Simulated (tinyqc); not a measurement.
Inductance and parasitic capacitance from two readings.

Question. A loss-free coil L in parallel with C shows the apparent inductance L/(1 - w^2 L C), w = 2 pi f. Find L, C and the self-resonance 1/(2 pi sqrt(L C)).

apparent inductance at 3.4 and 6.3 GHz (nH): 1.7948883  3.4410254

Solution. The inverse of the reading is 1/L - w^2 C, a straight line in w^2.

L = 1.500 nH
C = 240.0 fF
self-resonance = 8.388 GHz

tinyqc, about 0.01 s, one thread, Intel Xeon 2.30GHz (shared host): `OMP_NUM_THREADS=1 python tinyqc.py 2302135 2302136 out.jsonl`
